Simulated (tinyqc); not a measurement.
A log to judge: nudged elastic band on a two-dimensional model surface. Computed by tinyqc. Command: `OMP_NUM_THREADS=1 python tinyqc.py 3000106 3000107 out.jsonl neb walk`. One thread of a shared host (Intel(R) Xeon(R) Processor @ 2.30GHz), about 0.02 s of CPU time with the checks.

V(x, y) = h u^2 + t x + (kappa/2)(y + c u)^2 with u = x^2/w^2 - 1; the path runs from the minimum near (-w, 0) to that near (w, 0).

Inputs (values chosen for the exercise, for a model surface):
```
quantity                    value           unit
height h                     0.39             eV
half width w                    1       angstrom
transverse stiffness kappa    3.4  eV/angstrom^2
curvature c                  0.84       angstrom
tilt t                      -0.13    eV/angstrom
movable images n                6              -
spring constant k_s           3.5  eV/angstrom^2
step factor eta               0.3  angstrom^2/eV
iteration cap                 100              -
```

Surface: curved double well. Climbing image: on.

Method:
- Newton steps x(new) = x - H^-1 grad V (moves limited to 0.3 angstrom) from (-w, 0), (w, 0) and (0, c) give the two minima and the saddle.
- Tangent at image i: towards the higher neighbour if the energies rise or fall through i; at a maximum or minimum, tau = t+ dmax + t- dmin if V(i+1) > V(i-1), else t+ dmin + t- dmax, with t+ = R(i+1) - R(i), t- = R(i) - R(i-1) and dmax, dmin the larger and smaller of |V(i+1) - V(i)| and |V(i-1) - V(i)|; then normalise. Force F = -grad V + (grad V.tau) tau + k_s (|t+| - |t-|) tau.
- With a climbing image, the highest image feels instead F = -grad V + 2 (grad V.tau) tau and no spring.
- Update R(new) = R + eta F; the end points stay fixed.
- Start on the straight line; stop when the largest force is below 1e-4 or above 1e6 eV/angstrom.

Course of the band:
```
iteration  highest image (eV)  largest force (eV/angstrom)
1                 1.40699e+00                  2.86537e+00
2                 2.27869e-01                  1.51997e+00
3                 2.62716e-01                  2.07789e+00
4                 7.66109e-01                  2.58524e+00
5                 9.84398e-01                  4.27469e+00
6                 1.04663e+00                  4.83297e+00
7                 4.10533e+00                  5.41571e+00
8                 1.68616e+01                  1.08083e+01
9                 6.75605e+01                  2.41567e+01
10                1.05767e+02                  8.97349e+01
11                1.14800e+06                  1.58363e+05
12                7.05879e+18                  6.15068e+14
```

Band at the end:
```
image  x (angstrom)  y (angstrom)        E (eV)
0              -1.0           0.1   3.60775e-12
1              -2.3           1.0   4.12617e+01
2              -6.6          -0.3   2.83852e+03
3               6.6          -6.7   2.21956e+03
4             -22.8          -9.7   4.12540e+05
5           45905.5       12118.9   7.05879e+18
6             -19.7          -9.6   2.26011e+05
7               1.0          -0.1  -2.59772e-01
```

Can the last value be used, and what does the course show?

No. Not converged within 12 iterations: the residual grows: the iteration diverges. Reruns converge with step factor eta = 0.05, iteration cap = 600. Reruns still fail with step factor eta = 7.5, iteration cap = 600; and with iteration cap = 600.
